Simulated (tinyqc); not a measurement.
# Short-channel transistor, virtual-source model with series resistance: transfer curves at low and high drain voltage

The current per gate width is the charge at the top of the source barrier (the virtual source) times its velocity times a saturation function; al and be are fitting constants of the model. Units: I in uA/um, Rs in ohm um, so I Rs = 1e-6 I Rs in volts; Q in uC/cm^2, so I = 1e-4 Q vx0 Fsat with vx0 in cm/s.

Intrinsic voltages Vg' = Vgs - I Rs, Vd' = Vds - 2 I Rs. n = n0 + nd Vd', VT = VT0 - dl Vd', Ff = 1/(1 + exp((Vg' - VT + al Vt/2)/(al Vt))), Q = Cinv n Vt ln(1 + exp((Vg' - VT + al Vt Ff)/(n Vt))), Vdsat = (vx0 L/mu)(1 - Ff) + Vt Ff, Fsat = u/(1 + u^be)^(1/be) with u = Vd'/Vdsat, and I = Q vx0 Fsat per width. I is solved self-consistently. Columns for Vds = 0.05 V and 0.75 V; gm = dI/dVgs at 0.75 V.

Inputs (values chosen for the exercise): temperature T = 293 K; inversion capacitance Cinv = 2.21 uF/cm^2; velocity at the virtual source vx0 = 2.93e7 cm/s; apparent mobility mu = 200 cm^2/(V s); channel length L = 12 nm; threshold at zero drain voltage VT0 = 0.34 V; drain-induced barrier lowering dl = 0.112 V/V; subthreshold factor n0 = 1.33; growth of n with drain voltage nd = 0.2 1/V; threshold shift (in units of Vt) from weak to strong inversion al = 3.5; sharpness of saturation be = 1.4; series resistance of each contact Rs = 120 ohm um.

Constants: q = 1.602176634e-19 C, kB = 1.380649e-23 J/K, Vt = kB T/q. Results are converted to the units shown.

Transfer curves at low and high drain voltage:
```
Vgs (V),"I, low Vds (uA/um)","I, high Vds (uA/um)",gm (uS/um)
0,0.1034,2.186,53.24
0.09,1.145,16.84,345.2
0.19,10.76,92.68,1248
0.28,41.02,244.1,2064
0.38,85.87,478.6,2561
0.47,116.0,718.6,2741
0.56,136.5,967.9,2781
0.66,151.8,1244,2723
0.75,161.4,1484,2597
```

At Vds = 0.75 V the current spans 2.8 decades, from 2.19 to 1480 uA/um. Between the first two rows the swing is 101 mV a decade, against n Vt ln 10 = 86.0. At Vgs = 0 the higher drain voltage raises the current by a factor of 21.1, at Vgs = 0.75 V by 9.19. The transconductance goes from 53.2 through a maximum of 2780 (at Vgs = 0.56 V among the rows listed) to 2600 uS/um; Cinv vx0, its value in strong inversion and saturation without series resistance, is 6480 uS/um.

Numbers from tinyqc (`OMP_NUM_THREADS=1 python tinyqc.py 2380169 2380170 out.jsonl`; about 0.02 s on one thread of a shared Intel Xeon 2.30GHz).
